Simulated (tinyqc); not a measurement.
Haynes-Shockley experiment: what a collector records, against the sweep field along the drift.

A sheet injected at x = 0, t = 0 gives at x = L the signal n(t) = N0 exp(-t/tau - (L - v t)^2/(4 D t))/sqrt(4 pi D t), D = mu Vt, v = mu F. Its peak lies at tp = [-D + sqrt(D^2 + u^2 L^2)]/u^2, u^2 = v^2 + 4 D/tau; dt is the full width at half height. Simple readings: mobility L/(F tp), diffusion coefficient (L dt/tp)^2/(16 ln 2 tp). Area v times the integral of n over N0: (v/u) exp(L (v - u)/(2 D)).

Inputs (values chosen for the exercise):
```
symbol   value        unit                              meaning
T          300           K                          temperature
mu        7990  cm^2/(V s)            minority-carrier mobility
tau     8.4e-8           s                             lifetime
L           89          um  distance from injector to collector
```

Constants: q = 1.602176634e-19 C, kB = 1.380649e-23 J/K, Vt = kB T/q. Results are converted to the units shown.

Result of one run:
```
L/v (us)	tp (us)	dt (us)	apparent mobility (cm^2/(V s))	apparent D (cm^2/s)	area	exp(-L/(v tau))
0.04843	0.03815	0.04405	1.014e4	249.7	0.5130	0.5618
```

Which sweep field along the drift F gave this result: 13, 23, 120 or 360 V/cm?

F = 23 V/cm.

The whole series:
```
F (V/cm)	L/v (us)	tp (us)	dt (us)	apparent mobility (cm^2/(V s))	apparent D (cm^2/s)	area	exp(-L/(v tau))
13	0.08568	0.05276	0.07482	1.298e4	272.2	0.3072	0.3606
23	0.04843	0.03815	0.04405	1.014e4	249.7	0.5130	0.5618
39	0.02856	0.02535	0.02306	9001	233.1	0.6838	0.7118
68	0.01638	0.01545	0.01070	8470	221.9	0.8107	0.8228
120	0.009282	0.009014	0.004697	8228	215.2	0.8909	0.8954
210	0.005304	0.005222	0.002053	8115	211.5	0.9372	0.9388
360	0.003094	0.003067	9.199e-4	8059	209.4	0.9633	0.9638
620	0.001797	0.001788	4.082e-4	8029	208.2	0.9786	0.9788
```

True values: mu = 7990 cm^2/(V s), D = 207 cm^2/s. The apparent mobility is 62 % above the true one in the first row and 0.49 % above it in the last, and the apparent D 32 % above and 0.80 % above D. The peak always comes before L/v, since spreading and decay both weigh down the later part of the signal; the shift is 38 % and 0.49 % in these rows.

Numbers from tinyqc (`OMP_NUM_THREADS=1 python tinyqc.py 2310025 2310026 out.jsonl`; about 0.01 s on one thread of a shared Intel Xeon 2.30GHz).
